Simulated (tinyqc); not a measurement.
RKS/exchange-only LDA in the 6-311g basis, for H2, spin multiplicity 1, step by step. Computed by tinyqc, a small Python program that keeps every step (integrals from PySCF). Settings: charge = 0, multiplicity = 1, basis = 6-311g, energy threshold = 1e-10, iteration cap = 83, orthogonalisation = symmetric, start = random, DIIS depth = 3, DIIS from iteration = 2, method = RKS, functional = Slater exchange alone, grid = [30, 26]. Command: `OMP_NUM_THREADS=1 python tinyqc.py 29548 29549 out.jsonl` (the two numbers bound the seeds that draw the settings). One thread of a shared host (Intel(R) Xeon(R) Processor @ 2.60GHz), about 0.2 s of CPU time with the checks. Later iterations appear only in the table of the cycle.

## One-electron integrals

Geometry (angstrom):
```
atom,x,y,z
H,0.000000,0.000000,0.000000
H,0.000000,0.000000,0.910000
```

Basis 6-311g: exponents (1/bohr^2) and contraction coefficients of normalised primitives:
```
element,l (shell),exponent,coefficient
H,s (1),33.865000,0.025494
H,s (1),5.094790,0.190373
H,s (1),1.158790,0.852161
H,s (2),0.325840,1.000000
H,s (3),0.102741,1.000000
```

Overlap, kinetic and nuclear-attraction integrals over the contracted functions; the nuclear repulsion is the sum of Za Zb / Rab.

nuclear repulsion = 0.58151342 hartree

overlap S:
```
,1H 1s,1H 2s,1H 3s,2H 1s,2H 2s,2H 3s
1H 1s,1.000000,0.706377,0.373664,0.144882,0.328596,0.282259
1H 2s,0.706377,1.000000,0.788963,0.328596,0.617679,0.626237
1H 3s,0.373664,0.788963,1.000000,0.282259,0.626237,0.859063
2H 1s,0.144882,0.328596,0.282259,1.000000,0.706377,0.373664
2H 2s,0.328596,0.617679,0.626237,0.706377,1.000000,0.788963
2H 3s,0.282259,0.626237,0.859063,0.373664,0.788963,1.000000
```

kinetic energy T (hartree):
```
,1H 1s,1H 2s,1H 3s,2H 1s,2H 2s,2H 3s
1H 1s,2.304348,0.549119,0.106346,-0.067576,0.124569,0.065298
1H 2s,0.549119,0.488760,0.184881,0.124569,0.204930,0.124150
1H 3s,0.106346,0.184881,0.154112,0.065298,0.124150,0.118984
2H 1s,-0.067576,0.124569,0.065298,2.304348,0.549119,0.106346
2H 2s,0.124569,0.204930,0.124150,0.549119,0.488760,0.184881
2H 3s,0.065298,0.124150,0.118984,0.106346,0.184881,0.154112
```

nuclear attraction V (hartree):
```
,1H 1s,1H 2s,1H 3s,2H 1s,2H 2s,2H 3s
1H 1s,-2.692520,-1.470358,-0.731021,-0.328749,-0.695757,-0.561479
1H 2s,-1.470358,-1.463563,-0.990513,-0.695757,-0.967958,-0.822300
1H 3s,-0.731021,-0.990513,-0.935835,-0.561479,-0.822300,-0.836270
2H 1s,-0.328749,-0.695757,-0.561479,-2.692520,-1.470358,-0.731021
2H 2s,-0.695757,-0.967958,-0.822300,-1.470358,-1.463563,-0.990513
2H 3s,-0.561479,-0.822300,-0.836270,-0.731021,-0.990513,-0.935835
```

core Hamiltonian H = T + V (hartree):
```
,1H 1s,1H 2s,1H 3s,2H 1s,2H 2s,2H 3s
1H 1s,-0.388171,-0.921238,-0.624675,-0.396325,-0.571188,-0.496181
1H 2s,-0.921238,-0.974803,-0.805631,-0.571188,-0.763028,-0.698150
1H 3s,-0.624675,-0.805631,-0.781723,-0.496181,-0.698150,-0.717286
2H 1s,-0.396325,-0.571188,-0.496181,-0.388171,-0.921238,-0.624675
2H 2s,-0.571188,-0.763028,-0.698150,-0.921238,-0.974803,-0.805631
2H 3s,-0.496181,-0.698150,-0.717286,-0.624675,-0.805631,-0.781723
```

## Two-electron integrals

Functions are numbered as in S; the eight-fold symmetry (ij|kl) = (ji|kl) = (kl|ij) leaves the list below.

Two-electron integrals (ij|kl) in chemists' order, unique and non-zero (hartree):
```
i,j,k,l,(ij|kl)
1,1,1,1,1.393035
2,1,1,1,0.822971
2,1,2,1,0.509703
2,2,1,1,0.822904
2,2,2,1,0.543028
2,2,2,2,0.644106
3,1,1,1,0.411256
3,1,2,1,0.257757
3,1,2,2,0.279868
3,1,3,1,0.130794
3,2,1,1,0.543681
3,2,2,1,0.365771
3,2,2,2,0.452669
3,2,3,1,0.189803
3,2,3,2,0.325140
3,3,1,1,0.494021
3,3,2,1,0.340115
3,3,2,2,0.445993
3,3,3,1,0.178035
3,3,3,2,0.331779
3,3,3,3,0.361682
4,1,1,1,0.142220
4,1,2,1,0.091759
4,1,2,2,0.103796
4,1,3,1,0.046926
4,1,3,2,0.071308
4,1,3,3,0.067910
4,1,4,1,0.025691
4,2,1,1,0.227623
4,2,2,1,0.155119
4,2,2,2,0.194793
4,2,3,1,0.080769
4,2,3,2,0.139977
4,2,3,3,0.141872
4,2,4,1,0.048355
4,2,4,2,0.108975
4,3,1,1,0.171640
4,3,2,1,0.118386
4,3,2,2,0.153323
4,3,3,1,0.061935
4,3,3,2,0.112077
4,3,3,3,0.116746
4,3,4,1,0.037213
4,3,4,2,0.088964
4,3,4,3,0.074522
4,4,1,1,0.578477
4,4,2,1,0.404369
4,4,2,2,0.536895
4,4,3,1,0.212536
4,4,3,2,0.395590
4,4,3,3,0.414598
4,4,4,1,0.142220
4,4,4,2,0.365143
4,4,4,3,0.308824
4,4,4,4,1.393035
5,1,1,1,0.365143
5,1,2,1,0.228461
5,1,2,2,0.247308
5,1,3,1,0.115868
5,1,3,2,0.167520
5,1,3,3,0.156882
5,1,4,1,0.048355
5,1,4,2,0.084538
5,1,4,3,0.064633
5,1,4,4,0.227623
5,1,5,1,0.108975
5,2,1,1,0.448667
5,2,2,1,0.300575
5,2,2,2,0.368086
5,2,3,1,0.155723
5,2,3,2,0.262766
5,2,3,3,0.265232
5,2,4,1,0.072140
5,2,4,2,0.149534
5,2,4,3,0.120927
5,2,4,4,0.448667
5,2,5,1,0.149534
5,2,5,2,0.245744
5,3,1,1,0.354924
5,3,2,1,0.242806
5,3,2,2,0.312713
5,3,3,1,0.126775
5,3,3,2,0.229749
5,3,3,3,0.243912
5,3,4,1,0.060201
5,3,4,2,0.134739
5,3,4,3,0.112789
5,3,4,4,0.422582
5,3,5,1,0.122134
5,3,5,2,0.218162
5,3,5,3,0.204849
5,4,1,1,0.404369
5,4,2,1,0.281091
5,4,2,2,0.370435
5,4,3,1,0.147478
5,4,3,2,0.273039
5,4,3,3,0.287768
5,4,4,1,0.091759
5,4,4,2,0.228461
5,4,4,3,0.193786
5,4,4,4,0.822971
5,4,5,1,0.155119
5,4,5,2,0.300575
5,4,5,3,0.284849
5,4,5,4,0.509703
5,5,1,1,0.536895
5,5,2,1,0.370435
5,5,2,2,0.485522
5,5,3,1,0.193985
5,5,3,2,0.359583
5,5,3,3,0.385871
5,5,4,1,0.103796
5,5,4,2,0.247308
5,5,4,3,0.210817
5,5,4,4,0.822904
5,5,5,1,0.194793
5,5,5,2,0.368086
5,5,5,3,0.354111
5,5,5,4,0.543028
5,5,5,5,0.644106
6,1,1,1,0.308824
6,1,2,1,0.193786
6,1,2,2,0.210817
6,1,3,1,0.098368
6,1,3,2,0.143076
6,1,3,3,0.134331
6,1,4,1,0.037213
6,1,4,2,0.064633
6,1,4,3,0.049564
6,1,4,4,0.171640
6,1,5,1,0.088964
6,1,5,2,0.120927
6,1,5,3,0.098721
6,1,5,4,0.118386
6,1,5,5,0.153323
6,1,6,1,0.074522
6,2,1,1,0.422582
6,2,2,1,0.284849
6,2,2,2,0.354111
6,2,3,1,0.147915
6,2,3,2,0.254980
6,2,3,3,0.261291
6,2,4,1,0.060201
6,2,4,2,0.122134
6,2,4,3,0.098721
6,2,4,4,0.354924
6,2,5,1,0.134739
6,2,5,2,0.218162
6,2,5,3,0.193704
6,2,5,4,0.242806
6,2,5,5,0.312713
6,2,6,1,0.112789
6,2,6,2,0.204849
6,3,1,1,0.405164
6,3,2,1,0.279576
6,3,2,2,0.368883
6,3,3,1,0.146477
6,3,3,2,0.275557
6,3,3,3,0.303017
6,3,4,1,0.061055
6,3,4,2,0.133702
6,3,4,3,0.111966
6,3,4,4,0.405164
6,3,5,1,0.133702
6,3,5,2,0.236655
6,3,5,3,0.224152
6,3,5,4,0.279576
6,3,5,5,0.368883
6,3,6,1,0.111966
6,3,6,2,0.224152
6,3,6,3,0.266918
6,4,1,1,0.212536
6,4,2,1,0.147478
6,4,2,2,0.193985
6,4,3,1,0.077338
6,4,3,2,0.143042
6,4,3,3,0.151119
6,4,4,1,0.046926
6,4,4,2,0.115868
6,4,4,3,0.098368
6,4,4,4,0.411256
6,4,5,1,0.080769
6,4,5,2,0.155723
6,4,5,3,0.147915
6,4,5,4,0.257757
6,4,5,5,0.279868
6,4,6,1,0.061935
6,4,6,2,0.126775
6,4,6,3,0.146477
6,4,6,4,0.130794
6,5,1,1,0.395590
6,5,2,1,0.273039
6,5,2,2,0.359583
6,5,3,1,0.143042
6,5,3,2,0.267766
6,5,3,3,0.291446
6,5,4,1,0.071308
6,5,4,2,0.167520
6,5,4,3,0.143076
6,5,4,4,0.543681
6,5,5,1,0.139977
6,5,5,2,0.262766
6,5,5,3,0.254980
6,5,5,4,0.365771
6,5,5,5,0.452669
6,5,6,1,0.112077
6,5,6,2,0.229749
6,5,6,3,0.275557
6,5,6,4,0.189803
6,5,6,5,0.325140
6,6,1,1,0.414598
6,6,2,1,0.287768
6,6,2,2,0.385871
6,6,3,1,0.151119
6,6,3,2,0.291446
6,6,3,3,0.328163
6,6,4,1,0.067910
6,6,4,2,0.156882
6,6,4,3,0.134331
6,6,4,4,0.494021
6,6,5,1,0.141872
6,6,5,2,0.265232
6,6,5,3,0.261291
6,6,5,4,0.340115
6,6,5,5,0.445993
6,6,6,1,0.116746
6,6,6,2,0.243912
6,6,6,3,0.303017
6,6,6,4,0.178035
6,6,6,5,0.331779
6,6,6,6,0.361682
```

## Orthogonalisation

S = U s U^T; symmetric (Loewdin) form X = U s^(-1/2) U^T, so that X^T S X = 1.

eigenvalues of S: 0.042571  0.133129  0.244602  0.777767  1.091203  3.710728

X:
```
,1H 1s,1H 2s,1H 3s,2H 1s,2H 2s,2H 3s
1H 1s,1.376173,-0.754993,0.214985,0.037776,-0.009484,-0.039188
1H 2s,-0.754993,2.257413,-1.083581,-0.009484,-0.459797,0.306448
1H 3s,0.214985,-1.083581,2.476242,-0.039188,0.306448,-1.294066
2H 1s,0.037776,-0.009484,-0.039188,1.376173,-0.754993,0.214985
2H 2s,-0.009484,-0.459797,0.306448,-0.754993,2.257413,-1.083581
2H 3s,-0.039188,0.306448,-1.294066,0.214985,-1.083581,2.476242
```

## Starting guess

The start is random orthonormal orbitals; D = 2 C_occ C_occ^T.

D at the start:
```
,1H 1s,1H 2s,1H 3s,2H 1s,2H 2s,2H 3s
1H 1s,2.705633,-3.030183,-0.557746,1.763316,-1.768786,1.799061
1H 2s,-3.030183,3.393664,0.624649,-1.974832,1.980958,-2.014865
1H 3s,-0.557746,0.624649,0.114975,-0.363494,0.364622,-0.370863
2H 1s,1.763316,-1.974832,-0.363494,1.149189,-1.152754,1.172485
2H 2s,-1.768786,1.980958,0.364622,-1.152754,1.156330,-1.176122
2H 3s,1.799061,-2.014865,-0.370863,1.172485,-1.176122,1.196253
```

## Iteration 1: exchange-correlation on the grid

Becke grid with 30 radial and 26 angular points per atom, points of zero weight dropped. rho = sum D_ij phi_i phi_j; V_xc,ij = sum w v_xc phi_i phi_j; v_xc is d(rho eps)/d rho.

The 16 grid points with the largest w rho, of 1538 (bohr, atomic units):
```
x,y,z,w,rho,eps_xc,v_xc
0.000000,0.000000,-1.829828,0.606957,0.027197,-0.222106,-0.296141
1.829828,0.000000,0.000000,0.581946,0.027587,-0.223163,-0.297551
0.000000,-1.829828,0.000000,0.581946,0.027587,-0.223163,-0.297551
0.000000,1.829828,0.000000,0.581946,0.027587,-0.223163,-0.297551
-1.829828,0.000000,0.000000,0.581946,0.027587,-0.223163,-0.297551
0.000000,-1.545546,0.000000,0.371565,0.039599,-0.251736,-0.335648
0.000000,1.545546,0.000000,0.371565,0.039599,-0.251736,-0.335648
-1.545546,0.000000,0.000000,0.371565,0.039599,-0.251736,-0.335648
1.545546,0.000000,0.000000,0.371565,0.039599,-0.251736,-0.335648
0.000000,0.000000,-2.153087,0.955760,0.014226,-0.178955,-0.238607
0.000000,0.000000,-1.545546,0.380750,0.035039,-0.241676,-0.322235
1.293884,1.293884,0.000000,0.465557,0.027587,-0.223163,-0.297551
-1.293884,-1.293884,0.000000,0.465557,0.027587,-0.223163,-0.297551
-1.293884,1.293884,0.000000,0.465557,0.027587,-0.223163,-0.297551
1.293884,-1.293884,0.000000,0.465557,0.027587,-0.223163,-0.297551
-1.293884,0.000000,-1.293884,0.485565,0.026023,-0.218862,-0.291816
```

electrons on the grid, sum of w rho = 1.957339

E_xc = sum of w rho eps_xc = -0.60675031 hartree

V_xc (hartree):
```
,1H 1s,1H 2s,1H 3s,2H 1s,2H 2s,2H 3s
1H 1s,-0.506482,-0.266497,-0.133563,-0.048950,-0.119525,-0.100708
1H 2s,-0.266497,-0.287193,-0.199762,-0.099349,-0.163652,-0.155314
1H 3s,-0.133563,-0.199762,-0.175523,-0.079473,-0.133314,-0.144252
2H 1s,-0.048950,-0.099349,-0.079473,-0.388161,-0.204700,-0.102044
2H 2s,-0.119525,-0.163652,-0.133314,-0.204700,-0.212851,-0.149268
2H 3s,-0.100708,-0.155314,-0.144252,-0.102044,-0.149268,-0.146436
```

## Iteration 1: building the Kohn-Sham matrix

J_ij = sum D_kl (ij|kl); F = H + J + V_xc; E = tr D H + tr D J / 2 + E_xc + E_nn.

Coulomb J (hartree):
```
,1H 1s,1H 2s,1H 3s,2H 1s,2H 2s,2H 3s
1H 1s,1.598832,1.008486,0.516487,0.198184,0.463406,0.390796
1H 2s,1.008486,1.175739,0.834294,0.390432,0.699227,0.661892
1H 3s,0.516487,0.834294,0.840663,0.314178,0.609904,0.710384
2H 1s,0.198184,0.390432,0.314178,1.175071,0.777195,0.403367
2H 2s,0.463406,0.699227,0.609904,0.777195,0.977490,0.717166
2H 3s,0.390796,0.661892,0.710384,0.403367,0.717166,0.763683
```

Kohn-Sham matrix F (hartree):
```
,1H 1s,1H 2s,1H 3s,2H 1s,2H 2s,2H 3s
1H 1s,0.704179,-0.179250,-0.241751,-0.247091,-0.227306,-0.206093
1H 2s,-0.179250,-0.086257,-0.171100,-0.280105,-0.227454,-0.191572
1H 3s,-0.241751,-0.171100,-0.116584,-0.261476,-0.221560,-0.151154
2H 1s,-0.247091,-0.280105,-0.261476,0.398739,-0.348743,-0.323352
2H 2s,-0.227306,-0.227454,-0.221560,-0.348743,-0.210164,-0.237734
2H 3s,-0.206093,-0.191572,-0.151154,-0.323352,-0.237734,-0.164476
```

total energy of this density = 3.28530674 hartree

## Iteration 1: diagonalisation and new density

Diagonalise F' = X^T F X, C = X C', fill 1 alpha and 1 beta electrons from the bottom; D = 2 C_occ C_occ^T. Each column has its largest component positive (the first on a tie).

F' = X^T F X (hartree):
```
,1,2,3,4,5,6
1,1.568419,-1.005057,0.067508,-0.054397,-0.104328,-0.070144
2,-1.005057,0.910802,-0.325306,-0.123756,-0.114180,0.035084
3,0.067508,-0.325306,0.192403,-0.080028,0.004798,-0.095064
4,-0.054397,-0.123756,-0.080028,1.246223,-1.024073,0.040335
5,-0.104328,-0.114180,0.004798,-1.024073,0.808447,-0.321997
6,-0.070144,0.035084,-0.095064,0.040335,-0.321997,0.111476
```

orbital energies (hartree): MO1 -0.322715, MO2 0.054530, MO3 0.211609, MO4 0.459537, MO5 2.104489, MO6 2.330320

coefficients C:
```
,MO1,MO2,MO3,MO4,MO5,MO6
1H 1s,0.122231,-0.120683,-0.023731,-0.134650,0.073932,-1.568271
1H 2s,0.155427,-0.223822,-0.390635,-1.572554,-0.493495,2.049921
1H 3s,0.063230,-1.590858,0.387704,2.208215,0.550620,-1.121452
2H 1s,0.230324,0.085738,-0.133535,0.106725,-1.551022,-0.133594
2H 2s,0.386338,0.035884,-1.042192,1.087158,2.165062,-0.198435
2H 3s,0.282048,1.610428,1.274508,-1.781929,-1.225763,0.383435
```

D after iteration 1:
```
,1H 1s,1H 2s,1H 3s,2H 1s,2H 2s,2H 3s
1H 1s,0.029881,0.037996,0.015457,0.056305,0.094445,0.068950
1H 2s,0.037996,0.048315,0.019655,0.071597,0.120095,0.087676
1H 3s,0.015457,0.019655,0.007996,0.029127,0.048856,0.035668
2H 1s,0.056305,0.071597,0.029127,0.106098,0.177966,0.129925
2H 2s,0.094445,0.120095,0.048856,0.177966,0.298514,0.217932
2H 3s,0.068950,0.087676,0.035668,0.129925,0.217932,0.159103
```

## Iteration 2: exchange-correlation on the grid

As before.

The 16 grid points with the largest w rho, of 1538 (bohr, atomic units):
```
x,y,z,w,rho,eps_xc,v_xc
0.000000,1.295762,1.719651,0.231940,0.037960,-0.248215,-0.330953
0.000000,-1.295762,1.719651,0.231940,0.037960,-0.248215,-0.330953
-1.295762,0.000000,1.719651,0.231940,0.037960,-0.248215,-0.330953
1.295762,0.000000,1.719651,0.231940,0.037960,-0.248215,-0.330953
1.076870,0.000000,1.719651,0.141086,0.060106,-0.289305,-0.385741
0.000000,1.076870,1.719651,0.141086,0.060106,-0.289305,-0.385741
0.000000,-1.076870,1.719651,0.141086,0.060106,-0.289305,-0.385741
-1.076870,0.000000,1.719651,0.141086,0.060106,-0.289305,-0.385741
-1.545546,0.000000,1.719651,0.371565,0.022530,-0.208595,-0.278127
0.000000,-1.545546,1.719651,0.371565,0.022530,-0.208595,-0.278127
0.000000,1.545546,1.719651,0.371565,0.022530,-0.208595,-0.278127
1.545546,0.000000,1.719651,0.371565,0.022530,-0.208595,-0.278127
0.000000,0.000000,3.015413,0.234895,0.032483,-0.235651,-0.314202
0.000000,0.000000,2.796521,0.141900,0.052627,-0.276771,-0.369028
-0.885865,0.000000,1.719651,0.083377,0.089252,-0.330058,-0.440078
0.000000,0.885865,1.719651,0.083377,0.089252,-0.330058,-0.440078
```

electrons on the grid, sum of w rho = 1.995669

E_xc = sum of w rho eps_xc = -0.52479764 hartree

V_xc (hartree):
```
,1H 1s,1H 2s,1H 3s,2H 1s,2H 2s,2H 3s
1H 1s,-0.406099,-0.258841,-0.132395,-0.068487,-0.131969,-0.103859
1H 2s,-0.258841,-0.290365,-0.196505,-0.154317,-0.212363,-0.170315
1H 3s,-0.132395,-0.196505,-0.175236,-0.127357,-0.185447,-0.168177
2H 1s,-0.068487,-0.154317,-0.127357,-0.533328,-0.329722,-0.167017
2H 2s,-0.131969,-0.212363,-0.185447,-0.329722,-0.349416,-0.230230
2H 3s,-0.103859,-0.170315,-0.168177,-0.167017,-0.230230,-0.196173
```

## Iteration 2: building the Kohn-Sham matrix

As before.

Coulomb J (hartree):
```
,1H 1s,1H 2s,1H 3s,2H 1s,2H 2s,2H 3s
1H 1s,1.256764,0.846406,0.439848,0.218219,0.428907,0.343386
1H 2s,0.846406,1.060940,0.769866,0.490252,0.749938,0.651647
1H 3s,0.439848,0.769866,0.801601,0.408433,0.693840,0.738280
2H 1s,0.218219,0.490252,0.408433,1.601348,1.042800,0.536055
2H 2s,0.428907,0.749938,0.693840,1.042800,1.226199,0.864267
2H 3s,0.343386,0.651647,0.738280,0.536055,0.864267,0.861137
```

Kohn-Sham matrix F (hartree):
```
,1H 1s,1H 2s,1H 3s,2H 1s,2H 2s,2H 3s
1H 1s,0.462494,-0.333673,-0.317221,-0.246593,-0.274249,-0.256655
1H 2s,-0.333673,-0.204227,-0.232270,-0.235253,-0.225453,-0.216819
1H 3s,-0.317221,-0.232270,-0.155358,-0.215105,-0.189757,-0.147183
2H 1s,-0.246593,-0.235253,-0.215105,0.679849,-0.208160,-0.255637
2H 2s,-0.274249,-0.225453,-0.189757,-0.208160,-0.098020,-0.171594
2H 3s,-0.256655,-0.216819,-0.147183,-0.255637,-0.171594,-0.116760
```

total energy of this density = -0.97120278 hartree

## Iteration 2: diagonalisation and new density

As before.

F' = X^T F X (hartree):
```
,1,2,3,4,5,6
1,1.341255,-1.052331,0.050162,-0.049245,-0.124203,-0.082399
2,-1.052331,0.818719,-0.330263,-0.106174,-0.108586,0.010641
3,0.050162,-0.330263,0.134163,-0.075249,0.036608,-0.098531
4,-0.049245,-0.106174,-0.075249,1.568755,-1.042579,0.064947
5,-0.124203,-0.108586,0.036608,-1.042579,0.914657,-0.313420
6,-0.082399,0.010641,-0.098531,0.064947,-0.313420,0.178605
```

orbital energies (hartree): MO1 -0.315802, MO2 0.051704, MO3 0.217994, MO4 0.440791, MO5 2.194354, MO6 2.367114

coefficients C:
```
,MO1,MO2,MO3,MO4,MO5,MO6
1H 1s,0.210527,-0.087849,-0.107264,0.107671,-1.546228,-0.217205
1H 2s,0.390207,-0.133412,-0.948431,1.198433,2.152229,-0.087048
1H 3s,0.253415,-1.508057,1.168846,-1.946797,-1.235697,0.317129
2H 1s,0.134998,0.128120,-0.035257,-0.127709,0.158289,-1.560734
2H 2s,0.171045,0.239362,-0.548560,-1.520088,-0.596115,2.022870
2H 3s,0.083212,1.543085,0.533763,2.215392,0.608227,-1.082290
```

D after iteration 2:
```
,1H 1s,1H 2s,1H 3s,2H 1s,2H 2s,2H 3s
1H 1s,0.088643,0.164298,0.106701,0.056841,0.072019,0.035037
1H 2s,0.164298,0.304522,0.197769,0.105354,0.133486,0.064940
1H 3s,0.106701,0.197769,0.128439,0.068421,0.086691,0.042174
2H 1s,0.056841,0.105354,0.068421,0.036449,0.046181,0.022467
2H 2s,0.072019,0.133486,0.086691,0.046181,0.058513,0.028466
2H 3s,0.035037,0.064940,0.042174,0.022467,0.028466,0.013848
```

## Iteration 8 (converged): orbitals

converged F (hartree):
```
,1H 1s,1H 2s,1H 3s,2H 1s,2H 2s,2H 3s
1H 1s,0.564077,-0.274895,-0.288401,-0.246619,-0.255702,-0.237111
1H 2s,-0.274895,-0.154981,-0.204498,-0.255702,-0.226729,-0.204912
1H 3s,-0.288401,-0.204498,-0.138361,-0.237112,-0.204912,-0.148973
2H 1s,-0.246619,-0.255702,-0.237112,0.564076,-0.274896,-0.288402
2H 2s,-0.255702,-0.226729,-0.204912,-0.274896,-0.154981,-0.204499
2H 3s,-0.237111,-0.204912,-0.148973,-0.288402,-0.204499,-0.138361
```

As before.

F' = X^T F X (hartree):
```
,1,2,3,4,5,6
1,1.447303,-1.047609,0.057129,-0.048714,-0.114999,-0.079084
2,-1.047609,0.862743,-0.322488,-0.114999,-0.106411,0.023570
3,0.057129,-0.322488,0.154660,-0.079084,0.023570,-0.098132
4,-0.048714,-0.114999,-0.079084,1.447302,-1.047609,0.057129
5,-0.114999,-0.106411,0.023570,-1.047609,0.862742,-0.322488
6,-0.079084,0.023570,-0.098132,0.057129,-0.322488,0.154660
```

orbital energies (hartree): MO1 -0.307173, MO2 0.038966, MO3 0.222927, MO4 0.426442, MO5 2.252554, MO6 2.295695

coefficients C:
```
,MO1,MO2,MO3,MO4,MO5,MO6
1H 1s,0.173844,0.114599,-0.073222,-0.122291,1.085231,-1.127714
1H 2s,0.282890,0.223308,-0.765595,-1.370958,-1.733826,1.242490
1H 3s,0.173316,1.486050,0.860913,2.133974,1.159226,-0.494964
2H 1s,0.173845,-0.114598,-0.073223,0.122291,-1.085260,-1.127686
2H 2s,0.282892,-0.223307,-0.765598,1.370955,1.733859,1.242446
2H 3s,0.173317,-1.486049,0.860918,-2.133972,-1.159239,-0.494934
```

D after iteration 8:
```
,1H 1s,1H 2s,1H 3s,2H 1s,2H 2s,2H 3s
1H 1s,0.060444,0.098358,0.060260,0.060444,0.098358,0.060260
1H 2s,0.098358,0.160054,0.098059,0.098358,0.160054,0.098059
1H 3s,0.060260,0.098059,0.060077,0.060260,0.098059,0.060077
2H 1s,0.060444,0.098358,0.060260,0.060444,0.098358,0.060261
2H 2s,0.098358,0.160054,0.098059,0.098358,0.160055,0.098060
2H 3s,0.060260,0.098059,0.060077,0.060261,0.098060,0.060078
```

## Convergence

Stop when the energy changes by less than 1e-10 hartree and every element of the error matrix X^T (F D S - S D F) X is below 3e-06.

Course of the cycle:
```
iteration,E (hartree),change,largest element of the error matrix
1,3.28530674,-,1.12e+00
2,-0.97120278,-4.26e+00,1.44e-01
3,-0.99110521,-1.99e-02,1.16e-01
4,-1.03448721,-4.34e-02,4.29e-03
5,-1.03451559,-2.84e-05,2.56e-04
6,-1.03451579,-1.96e-07,3.08e-05
7,-1.03451579,-2.92e-09,2.88e-06
8,-1.03451579,-1.42e-11,1.10e-06
```

PySCF RKS in the same basis, fine grid = -1.03442911 hartree

Converged in 8 iterations. The coarse grid moves the energy by -8.67e-05 hartree.

## Populations, bond orders and dipole

Mulliken: Z minus the diagonal of D S on the atom; Loewdin: the same with S^(1/2) D S^(1/2); Mayer order: 2 sum_s sum (D(s) S)_ij (D(s) S)_ji over the two atoms.

Charges (e):
```
atom,Mulliken,Loewdin
1H,3.24e-06,2.26e-06
2H,-3.24e-06,-2.26e-06
```

Mayer bond orders:
```
pair,order
2-1,1.000000
```

dipole moment about the origin, x y z (debye): 0.000000  0.000000  -0.000013
